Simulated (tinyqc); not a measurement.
A ladder of methods, and size consistency: correlation methods against full CI in the sto-3g basis, for H6, spin multiplicity 1. Computed by the program tinyqc with PySCF. 

Geometry (angstrom):
```
atom,x,y,z
H,0.0000,0.0000,0.0000
H,0.0000,0.0000,1.0280
H,0.0000,0.0000,2.3970
H,0.0000,0.0000,3.4250
H,0.0000,0.0000,4.7940
H,0.0000,0.0000,5.8220
```

RHF energy of one = -3.156492 hartree

All electrons correlated; +Q is the Davidson correction (1 - c0^2) E_corr. The last columns treat two copies 100 angstrom apart as one system. FCI is the lowest singlet.

Correlation energies (hartree):
```
method,E_corr of one,share of FCI (%),E_corr of two at 100 angstrom,two minus twice one (mhartree)
MP2,-0.06444,60.430,-0.12888,0.000
CISD,-0.10070,94.428,-0.18718,14.215
CISD+Q,-0.10891,102.135,-0.21188,5.946
CCSD,-0.10629,99.670,-0.21257,0.000
CCSD(T),-0.10654,99.904,-0.21307,0.000
FCI,-0.10664,100.000,-,-
```

MP2 recovers 60 %, CISD 94.4 % and CCSD 99.7 % of the FCI value (c0^2 = 0.918 in CISD). MP2 and coupled cluster are size consistent, so their last column vanishes; CISD loses 14.21 mhartree, since a double excitation on each copy is a quadruple of the pair, and the Davidson correction leaves +5.95.
